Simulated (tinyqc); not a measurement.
The size of the error: propagation of a band-gap error through k.p and effective-mass formulas.

Chain, for a gap E (the reference Eg or another value), with Ep and Dso kept: 1/me = 1 + Ep (E + 2 Dso/3)/(E (E + Dso)); g* = 2 - 2 Ep Dso/(3 E (E + Dso)); g1(E) = g1 + (Ep/3)(1/E - 1/Eg), g2(E) = g2 + (Ep/6)(1/E - 1/Eg), light hole 1/(g1 + 2 g2), heavy hole 1/(g1 - 2 g2) along [100]; optical constant ei(E) = 1 + (ei - 1)(EP/(EP + E - Eg))^2, static e0(E) = ei(E) + e0 - ei.

Donor: R = Ry me/e0^2, a_B = a0 e0/me, Mott density (0.26/a_B)^3. Nc, Nv = 2 (m kT/(4 pi c))^(3/2), c = hbar^2/2m0, ni = sqrt(Nc Nv) exp(-E/2kT). Exciton: Ry mu/e0^2 with 1/mu = 1/me + g1(E). 1 angstrom^-3 = 1e24 cm^-3.

Constants: Ry = 13.60569312 eV; a0 (Bohr radius) = 0.5291772105 angstrom; kB = 8.617333262e-05 eV/K; hbar^2/2m0 = 3.80998211 eV angstrom^2.

Parameters, chosen for this exercise (reference values near those of CdTe, gap at low temperature; the results hold for these values, not for the real material): Eg = 1.593 eV (gap at Gamma to the s-like level); Dso = 0.928 eV (spin-orbit splitting); Ep = 18.7 eV (Kane energy); g1 = 5.29 (Luttinger gamma1); g2 = 1.7 (gamma2); e0 = 10.3 (static dielectric constant); ei = 7.28 (optical dielectric constant); EP = 5.18 eV (mean (Penn) gap); mh = 0.5 m0 (density-of-states mass of the holes); T = 300 K (temperature).

E = f Eg; ratios against f = 1.

Results:
```
f     E (eV)  me ratio  light-hole ratio  e0 ratio  donor ratio  Mott ratio       g*  log10 ni ratio
0.25   0.398     0.305             0.270     1.420        0.151     0.00993  -19.904            9.65
0.40   0.637     0.460             0.425     1.307        0.269      0.0437   -9.600            7.78
0.60   0.956     0.651             0.625     1.183        0.465       0.167   -4.425            5.21
0.80   1.274     0.830             0.816     1.083        0.708       0.451   -2.122            2.62
1.00   1.593     1.000             1.000     1.000        1.000        1.00   -0.881            0.00
1.20   1.912     1.163             1.177     0.931        1.340        1.95   -0.131           -2.63
2.00   3.186     1.758             1.819     0.747        3.151        13.0    1.117          -13.20
```

Give the missing row, f = 1.50.

Computed row:
```
f     E (eV)  me ratio  light-hole ratio  e0 ratio  donor ratio  Mott ratio     g*  log10 ni ratio
1.50   2.389     1.396             1.429     0.848        1.939        4.45  0.541           -6.58
```

Between f = 0.8 and 1.2 the mean powers d ln(ratio)/d ln f are 0.83 for me, 0.90 for the light hole, -0.37 for e0, 1.57 for the donor energy and 3.61 for the Mott density; ni moves by -0.82 decades per 0.1 eV, against -0.1 eV/(2 kT ln 10) = -0.84 from the exponential alone, the rest coming from Nc through me^(3/4). g* changes sign between f = 1.20 and 1.50; the place of this zero hangs on remote bands, which are left out.

Computed by tinyqc, a small Python program: `OMP_NUM_THREADS=1 python tinyqc.py 1850216 1850217 out.jsonl` (the numbers bound the seed that draws the inputs); one thread of a shared host (Intel(R) Xeon(R) Processor @ 2.30GHz), about 0.01 s for the whole set of steps.
